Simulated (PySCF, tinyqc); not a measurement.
RHF in the sto-3g basis, for Be, spin multiplicity 1, step by step. This run ends on a higher stationary point, not on the lowest solution. The lowest restricted solution is unstable here: a spin-polarised one lies 0.0012 hartree lower (PySCF). Computed by tinyqc, a small Python program that keeps every step (integrals from PySCF). Settings: charge = 0, multiplicity = 1, basis = sto-3g, energy threshold = 1e-09, iteration cap = 56, orthogonalisation = canonical, start = Wolfsberg-Helmholz matrix, DIIS depth = 0, method = RHF. Command: `OMP_NUM_THREADS=1 python tinyqc.py 25908 25909 out.jsonl` (the two numbers bound the seeds that draw the settings). One thread of a shared host (Intel(R) Xeon(R) Processor @ 2.60GHz), about 0.04 s of CPU time with the checks. Later iterations appear only in the table of the cycle.

## One-electron integrals

Geometry (angstrom):
```
atom         x         y         z
Be    0.000000  0.000000  0.000000
```

Basis sto-3g: exponents (1/bohr^2) and contraction coefficients of normalised primitives:
```
element  l (shell)   exponent  coefficient
Be           s (1)  30.167871     0.154329
Be           s (1)   5.495115     0.535328
Be           s (1)   1.487193     0.444635
Be           s (2)   1.314833    -0.099967
Be           s (2)   0.305539     0.399513
Be           s (2)   0.099371     0.700115
Be           p (3)   1.314833     0.155916
Be           p (3)   0.305539     0.607684
Be           p (3)   0.099371     0.391957
```

Overlap, kinetic and nuclear-attraction integrals over the contracted functions; the nuclear repulsion is the sum of Za Zb / Rab.

nuclear repulsion = 0 hartree

overlap S:
```
           1Be 1s    1Be 2s   1Be 2px   1Be 2py   1Be 2pz
1Be 1s   1.000000  0.259517  0.000000  0.000000  0.000000
1Be 2s   0.259517  1.000000  0.000000  0.000000  0.000000
1Be 2px  0.000000  0.000000  1.000000  0.000000  0.000000
1Be 2py  0.000000  0.000000  0.000000  1.000000  0.000000
1Be 2pz  0.000000  0.000000  0.000000  0.000000  1.000000
```

kinetic energy T (hartree):
```
            1Be 1s     1Be 2s   1Be 2px   1Be 2py   1Be 2pz
1Be 1s    6.693975  -0.033012  0.000000  0.000000  0.000000
1Be 2s   -0.033012   0.211111  0.000000  0.000000  0.000000
1Be 2px   0.000000   0.000000  0.660592  0.000000  0.000000
1Be 2py   0.000000   0.000000  0.000000  0.660592  0.000000
1Be 2pz   0.000000   0.000000  0.000000  0.000000  0.660592
```

nuclear attraction V (hartree):
```
             1Be 1s     1Be 2s    1Be 2px    1Be 2py    1Be 2pz
1Be 1s   -14.561092  -1.899246   0.000000   0.000000   0.000000
1Be 2s    -1.899246  -2.313268   0.000000   0.000000   0.000000
1Be 2px    0.000000   0.000000  -2.294749   0.000000   0.000000
1Be 2py    0.000000   0.000000   0.000000  -2.294749   0.000000
1Be 2pz    0.000000   0.000000   0.000000   0.000000  -2.294749
```

core Hamiltonian H = T + V (hartree):
```
            1Be 1s     1Be 2s    1Be 2px    1Be 2py    1Be 2pz
1Be 1s   -7.867117  -1.932258   0.000000   0.000000   0.000000
1Be 2s   -1.932258  -2.102157   0.000000   0.000000   0.000000
1Be 2px   0.000000   0.000000  -1.634157   0.000000   0.000000
1Be 2py   0.000000   0.000000   0.000000  -1.634157   0.000000
1Be 2pz   0.000000   0.000000   0.000000   0.000000  -1.634157
```

## Two-electron integrals

Functions are numbered as in S; the eight-fold symmetry (ij|kl) = (ji|kl) = (kl|ij) leaves the list below.

Two-electron integrals (ij|kl) in chemists' order, unique and non-zero (hartree):
```
(11|11) 2.298831   (21|11) 0.392036   (21|21) 0.079539   (22|11) 0.570988
(22|21) 0.143041   (22|22) 0.417683   (31|31) 0.014607   (32|31) 0.021888
(32|32) 0.092265   (33|11) 0.569578   (33|21) 0.143083   (33|22) 0.417589
(33|33) 0.449859   (41|41) 0.014607   (42|41) 0.021888   (42|42) 0.092265
(43|43) 0.024249   (44|11) 0.569578   (44|21) 0.143083   (44|22) 0.417589
(44|33) 0.401360   (44|44) 0.449859   (51|51) 0.014607   (52|51) 0.021888
(52|52) 0.092265   (53|53) 0.024249   (54|54) 0.024249   (55|11) 0.569578
(55|21) 0.143083   (55|22) 0.417589   (55|33) 0.401360   (55|44) 0.401360
(55|55) 0.449859
```

## Orthogonalisation

S = U s U^T; canonical form X = U s^(-1/2), so that X^T S X = 1. Each column of U has its largest component positive (the first on a tie).

eigenvalues of S: 0.740483  1.000000  1.000000  1.000000  1.259517

X:
```
                 1         2         3         4         5
1Be 1s    0.821727  0.000000  0.000000  0.000000  0.630061
1Be 2s   -0.821727  0.000000  0.000000  0.000000  0.630061
1Be 2px   0.000000  1.000000  0.000000  0.000000  0.000000
1Be 2py   0.000000  0.000000  1.000000  0.000000  0.000000
1Be 2pz   0.000000  0.000000  0.000000  1.000000  0.000000
```

Within a degenerate level the vectors are fixed only up to a rotation; this is one choice.

## Starting guess

The start is the generalised Wolfsberg-Helmholz matrix (K = 1.75) built on H; D = 2 C_occ C_occ^T.

D at the start:
```
           1Be 1s    1Be 2s   1Be 2px   1Be 2py   1Be 2pz
1Be 1s   1.958427  0.074618  0.000000  0.000000  0.000000
1Be 2s   0.074618  0.002843  0.000000  0.000000  0.000000
1Be 2px  0.000000  0.000000  2.000000  0.000000  0.000000
1Be 2py  0.000000  0.000000  0.000000  0.000000  0.000000
1Be 2pz  0.000000  0.000000  0.000000  0.000000  0.000000
```

## Iteration 1: building the Fock matrix

J_ij = sum D_kl (ij|kl), K_ij = sum D_kl (ik|jl); F = H + J - 0.5 K; E = tr D H + tr D J / 2 - 0.25 tr D K + E_nn.

Coulomb J (hartree):
```
           1Be 1s    1Be 2s   1Be 2px   1Be 2py   1Be 2pz
1Be 1s   5.701379  1.066217  0.000000  0.000000  0.000000
1Be 2s   1.066217  1.975952  0.000000  0.000000  0.000000
1Be 2px  0.000000  0.000000  2.037736  0.000000  0.000000
1Be 2py  0.000000  0.000000  0.000000  1.940739  0.000000
1Be 2pz  0.000000  0.000000  0.000000  0.000000  1.940739
```

exchange K (hartree):
```
           1Be 1s    1Be 2s   1Be 2px   1Be 2py   1Be 2pz
1Be 1s   4.590039  0.860499  0.000000  0.000000  0.000000
1Be 2s   0.860499  0.362835  0.000000  0.000000  0.000000
1Be 2px  0.000000  0.000000  0.931853  0.000000  0.000000
1Be 2py  0.000000  0.000000  0.000000  0.080634  0.000000
1Be 2pz  0.000000  0.000000  0.000000  0.000000  0.080634
```

Fock matrix F (hartree):
```
            1Be 1s     1Be 2s    1Be 2px   1Be 2py   1Be 2pz
1Be 1s   -4.460757  -1.296290   0.000000  0.000000  0.000000
1Be 2s   -1.296290  -0.307622   0.000000  0.000000  0.000000
1Be 2px   0.000000   0.000000  -0.062348  0.000000  0.000000
1Be 2py   0.000000   0.000000   0.000000  0.266264  0.000000
1Be 2pz   0.000000   0.000000   0.000000  0.000000  0.266264
```

total energy of this density = -14.01246367 hartree

## Iteration 1: diagonalisation and new density

Diagonalise F' = X^T F X, C = X C', fill 2 alpha and 2 beta electrons from the bottom; D = 2 C_occ C_occ^T. Each column has its largest component positive (the first on a tie).

F' = X^T F X (hartree):
```
           1          2         3         4          5
1  -1.469176   0.000000  0.000000  0.000000  -2.150238
2   0.000000  -0.062348  0.000000  0.000000   0.000000
3   0.000000   0.000000  0.266264  0.000000   0.000000
4   0.000000   0.000000  0.000000  0.266264   0.000000
5  -2.150238   0.000000  0.000000  0.000000  -2.922135
```

orbital energies (hartree): MO1 -4.465303, MO2 -0.062348, MO3 0.073991, MO4 0.266264, MO5 0.266264

coefficients C:
```
              MO1       MO2        MO3       MO4       MO5
1Be 1s   0.990996  0.000000  -0.300233  0.000000  0.000000
1Be 2s   0.032766  0.000000   1.034958  0.000000  0.000000
1Be 2px  0.000000  1.000000   0.000000  0.000000  0.000000
1Be 2py  0.000000  0.000000   0.000000  0.000000  1.000000
1Be 2pz  0.000000  0.000000   0.000000  1.000000  0.000000
```

D after iteration 1:
```
           1Be 1s    1Be 2s   1Be 2px   1Be 2py   1Be 2pz
1Be 1s   1.964146  0.064941  0.000000  0.000000  0.000000
1Be 2s   0.064941  0.002147  0.000000  0.000000  0.000000
1Be 2px  0.000000  0.000000  2.000000  0.000000  0.000000
1Be 2py  0.000000  0.000000  0.000000  0.000000  0.000000
1Be 2pz  0.000000  0.000000  0.000000  0.000000  0.000000
```

Within a degenerate level the vectors are fixed only up to a rotation; this is one choice.

## Iteration 2: building the Fock matrix

As before.

Coulomb J (hartree):
```
           1Be 1s    1Be 2s   1Be 2px   1Be 2py   1Be 2pz
1Be 1s   5.706540  1.066820  0.000000  0.000000  0.000000
1Be 2s   1.066820  1.976158  0.000000  0.000000  0.000000
1Be 2px  0.000000  0.000000  2.037934  0.000000  0.000000
1Be 2py  0.000000  0.000000  0.000000  1.940936  0.000000
1Be 2pz  0.000000  0.000000  0.000000  0.000000  1.940936
```

exchange K (hartree):
```
           1Be 1s    1Be 2s   1Be 2px   1Be 2py   1Be 2pz
1Be 1s   4.595542  0.856346  0.000000  0.000000  0.000000
1Be 2s   0.856346  0.360231  0.000000  0.000000  0.000000
1Be 2px  0.000000  0.000000  0.931449  0.000000  0.000000
1Be 2py  0.000000  0.000000  0.000000  0.080229  0.000000
1Be 2pz  0.000000  0.000000  0.000000  0.000000  0.080229
```

Fock matrix F (hartree):
```
            1Be 1s     1Be 2s    1Be 2px   1Be 2py   1Be 2pz
1Be 1s   -4.458348  -1.293611   0.000000  0.000000  0.000000
1Be 2s   -1.293611  -0.306114   0.000000  0.000000  0.000000
1Be 2px   0.000000   0.000000  -0.061948  0.000000  0.000000
1Be 2py   0.000000   0.000000   0.000000  0.266664  0.000000
1Be 2pz   0.000000   0.000000   0.000000  0.000000  0.266664
```

total energy of this density = -14.01268989 hartree

## Iteration 2: diagonalisation and new density

As before.

F' = X^T F X (hartree):
```
           1          2         3         4          5
1  -1.470149   0.000000  0.000000  0.000000  -2.149771
2   0.000000  -0.061948  0.000000  0.000000   0.000000
3   0.000000   0.000000  0.266664  0.000000   0.000000
4   0.000000   0.000000  0.000000  0.266664   0.000000
5  -2.149771   0.000000  0.000000  0.000000  -2.918453
```

orbital energies (hartree): MO1 -4.462761, MO2 -0.061948, MO3 0.074159, MO4 0.266664, MO5 0.266664

coefficients C:
```
              MO1       MO2        MO3       MO4       MO5
1Be 1s   0.991132  0.000000  -0.299784  0.000000  0.000000
1Be 2s   0.032297  0.000000   1.034973  0.000000  0.000000
1Be 2px  0.000000  1.000000   0.000000  0.000000  0.000000
1Be 2py  0.000000  0.000000   0.000000  1.000000  0.000000
1Be 2pz  0.000000  0.000000   0.000000  0.000000  1.000000
```

D after iteration 2:
```
           1Be 1s    1Be 2s   1Be 2px   1Be 2py   1Be 2pz
1Be 1s   1.964685  0.064021  0.000000  0.000000  0.000000
1Be 2s   0.064021  0.002086  0.000000  0.000000  0.000000
1Be 2px  0.000000  0.000000  2.000000  0.000000  0.000000
1Be 2py  0.000000  0.000000  0.000000  0.000000  0.000000
1Be 2pz  0.000000  0.000000  0.000000  0.000000  0.000000
```

Within a degenerate level the vectors are fixed only up to a rotation; this is one choice.

## Iteration 3: building the Fock matrix

As before.

Coulomb J (hartree):
```
           1Be 1s    1Be 2s   1Be 2px   1Be 2py   1Be 2pz
1Be 1s   5.707022  1.066876  0.000000  0.000000  0.000000
1Be 2s   1.066876  1.976177  0.000000  0.000000  0.000000
1Be 2px  0.000000  0.000000  2.037952  0.000000  0.000000
1Be 2py  0.000000  0.000000  0.000000  1.940954  0.000000
1Be 2pz  0.000000  0.000000  0.000000  0.000000  1.940954
```

exchange K (hartree):
```
           1Be 1s    1Be 2s   1Be 2px   1Be 2py   1Be 2pz
1Be 1s   4.596054  0.855949  0.000000  0.000000  0.000000
1Be 2s   0.855949  0.359985  0.000000  0.000000  0.000000
1Be 2px  0.000000  0.000000  0.931411  0.000000  0.000000
1Be 2py  0.000000  0.000000  0.000000  0.080191  0.000000
1Be 2pz  0.000000  0.000000  0.000000  0.000000  0.080191
```

Fock matrix F (hartree):
```
            1Be 1s     1Be 2s    1Be 2px   1Be 2py   1Be 2pz
1Be 1s   -4.458122  -1.293356   0.000000  0.000000  0.000000
1Be 2s   -1.293356  -0.305972   0.000000  0.000000  0.000000
1Be 2px   0.000000   0.000000  -0.061911  0.000000  0.000000
1Be 2py   0.000000   0.000000   0.000000  0.266701  0.000000
1Be 2pz   0.000000   0.000000   0.000000  0.000000  0.266701
```

total energy of this density = -14.01269193 hartree

## Iteration 3: diagonalisation and new density

As before.

F' = X^T F X (hartree):
```
           1          2         3         4          5
1  -1.470244   0.000000  0.000000  0.000000  -2.149728
2   0.000000  -0.061911  0.000000  0.000000   0.000000
3   0.000000   0.000000  0.266701  0.000000   0.000000
4   0.000000   0.000000  0.000000  0.266701   0.000000
5  -2.149728   0.000000  0.000000  0.000000  -2.918105
```

orbital energies (hartree): MO1 -4.462523, MO2 -0.061911, MO3 0.074174, MO4 0.266701, MO5 0.266701

coefficients C:
```
              MO1       MO2        MO3       MO4       MO5
1Be 1s   0.991145  0.000000  -0.299741  0.000000  0.000000
1Be 2s   0.032252  0.000000   1.034975  0.000000  0.000000
1Be 2px  0.000000  1.000000   0.000000  0.000000  0.000000
1Be 2py  0.000000  0.000000   0.000000  1.000000  0.000000
1Be 2pz  0.000000  0.000000   0.000000  0.000000  1.000000
```

D after iteration 3:
```
           1Be 1s    1Be 2s   1Be 2px   1Be 2py   1Be 2pz
1Be 1s   1.964736  0.063933  0.000000  0.000000  0.000000
1Be 2s   0.063933  0.002080  0.000000  0.000000  0.000000
1Be 2px  0.000000  0.000000  2.000000  0.000000  0.000000
1Be 2py  0.000000  0.000000  0.000000  0.000000  0.000000
1Be 2pz  0.000000  0.000000  0.000000  0.000000  0.000000
```

Within a degenerate level the vectors are fixed only up to a rotation; this is one choice.

## Iteration 4: building the Fock matrix

As before.

Coulomb J (hartree):
```
           1Be 1s    1Be 2s   1Be 2px   1Be 2py   1Be 2pz
1Be 1s   5.707068  1.066882  0.000000  0.000000  0.000000
1Be 2s   1.066882  1.976179  0.000000  0.000000  0.000000
1Be 2px  0.000000  0.000000  2.037953  0.000000  0.000000
1Be 2py  0.000000  0.000000  0.000000  1.940956  0.000000
1Be 2pz  0.000000  0.000000  0.000000  0.000000  1.940956
```

exchange K (hartree):
```
           1Be 1s    1Be 2s   1Be 2px   1Be 2py   1Be 2pz
1Be 1s   4.596103  0.855912  0.000000  0.000000  0.000000
1Be 2s   0.855912  0.359961  0.000000  0.000000  0.000000
1Be 2px  0.000000  0.000000  0.931407  0.000000  0.000000
1Be 2py  0.000000  0.000000  0.000000  0.080188  0.000000
1Be 2pz  0.000000  0.000000  0.000000  0.000000  0.080188
```

Fock matrix F (hartree):
```
            1Be 1s     1Be 2s    1Be 2px   1Be 2py   1Be 2pz
1Be 1s   -4.458100  -1.293332   0.000000  0.000000  0.000000
1Be 2s   -1.293332  -0.305959   0.000000  0.000000  0.000000
1Be 2px   0.000000   0.000000  -0.061908  0.000000  0.000000
1Be 2py   0.000000   0.000000   0.000000  0.266705  0.000000
1Be 2pz   0.000000   0.000000   0.000000  0.000000  0.266705
```

total energy of this density = -14.01269195 hartree

## Iteration 4: diagonalisation and new density

As before.

F' = X^T F X (hartree):
```
           1          2         3         4          5
1  -1.470253   0.000000  0.000000  0.000000  -2.149724
2   0.000000  -0.061908  0.000000  0.000000   0.000000
3   0.000000   0.000000  0.266705  0.000000   0.000000
4   0.000000   0.000000  0.000000  0.266705   0.000000
5  -2.149724   0.000000  0.000000  0.000000  -2.918072
```

orbital energies (hartree): MO1 -4.462500, MO2 -0.061908, MO3 0.074175, MO4 0.266705, MO5 0.266705

coefficients C:
```
              MO1       MO2        MO3       MO4       MO5
1Be 1s   0.991146  0.000000  -0.299737  0.000000  0.000000
1Be 2s   0.032248  0.000000   1.034975  0.000000  0.000000
1Be 2px  0.000000  1.000000   0.000000  0.000000  0.000000
1Be 2py  0.000000  0.000000   0.000000  1.000000  0.000000
1Be 2pz  0.000000  0.000000   0.000000  0.000000  1.000000
```

D after iteration 4:
```
           1Be 1s    1Be 2s   1Be 2px   1Be 2py   1Be 2pz
1Be 1s   1.964741  0.063924  0.000000  0.000000  0.000000
1Be 2s   0.063924  0.002080  0.000000  0.000000  0.000000
1Be 2px  0.000000  0.000000  2.000000  0.000000  0.000000
1Be 2py  0.000000  0.000000  0.000000  0.000000  0.000000
1Be 2pz  0.000000  0.000000  0.000000  0.000000  0.000000
```

Within a degenerate level the vectors are fixed only up to a rotation; this is one choice.

## Iteration 5 (converged): orbitals

converged F (hartree):
```
            1Be 1s     1Be 2s    1Be 2px   1Be 2py   1Be 2pz
1Be 1s   -4.458098  -1.293330   0.000000  0.000000  0.000000
1Be 2s   -1.293330  -0.305957   0.000000  0.000000  0.000000
1Be 2px   0.000000   0.000000  -0.061907  0.000000  0.000000
1Be 2py   0.000000   0.000000   0.000000  0.266705  0.000000
1Be 2pz   0.000000   0.000000   0.000000  0.000000  0.266705
```

As before.

F' = X^T F X (hartree):
```
           1          2         3         4          5
1  -1.470254   0.000000  0.000000  0.000000  -2.149723
2   0.000000  -0.061907  0.000000  0.000000   0.000000
3   0.000000   0.000000  0.266705  0.000000   0.000000
4   0.000000   0.000000  0.000000  0.266705   0.000000
5  -2.149723   0.000000  0.000000  0.000000  -2.918069
```

orbital energies (hartree): MO1 -4.462498, MO2 -0.061907, MO3 0.074175, MO4 0.266705, MO5 0.266705

coefficients C:
```
              MO1       MO2        MO3       MO4       MO5
1Be 1s   0.991146  0.000000  -0.299736  0.000000  0.000000
1Be 2s   0.032247  0.000000   1.034975  0.000000  0.000000
1Be 2px  0.000000  1.000000   0.000000  0.000000  0.000000
1Be 2py  0.000000  0.000000   0.000000  1.000000  0.000000
1Be 2pz  0.000000  0.000000   0.000000  0.000000  1.000000
```

D after iteration 5:
```
           1Be 1s    1Be 2s   1Be 2px   1Be 2py   1Be 2pz
1Be 1s   1.964742  0.063924  0.000000  0.000000  0.000000
1Be 2s   0.063924  0.002080  0.000000  0.000000  0.000000
1Be 2px  0.000000  0.000000  2.000000  0.000000  0.000000
1Be 2py  0.000000  0.000000  0.000000  0.000000  0.000000
1Be 2pz  0.000000  0.000000  0.000000  0.000000  0.000000
```

Within a degenerate level the vectors are fixed only up to a rotation; this is one choice.

## Convergence

Stop when the energy changes by less than 1e-09 hartree and every element of the error matrix X^T (F D S - S D F) X is below 9e-06.

Course of the cycle:
```
iteration   E (hartree)     change  largest element of the error matrix
1          -14.01246367          -                             4.33e-02
2          -14.01268989  -2.26e-04                             4.11e-03
3          -14.01269193  -2.04e-06                             3.92e-04
4          -14.01269195  -1.85e-08                             3.74e-05
5          -14.01269195  -1.69e-10                             3.56e-06
```

PySCF RHF in the same basis = -14.35188048 hartree

Converged in 5 iterations. But the solution lies 0.33919 hartree above the reference: it is another stationary point, not the lowest restricted one. Reruns (cap 100 unless said): DIIS 8: converged in 4 to a higher stationary point; damping 0.5: converged in 19 to a higher stationary point; level shift 0.5: converged in 6 to a higher stationary point; atomic densities as start, DIIS 8: converged in 3.

## Populations

Mulliken: Z minus the diagonal of D S on the atom; Loewdin: the same with S^(1/2) D S^(1/2).

Charges (e):
```
atom  Mulliken  Loewdin
1Be          0        0
```
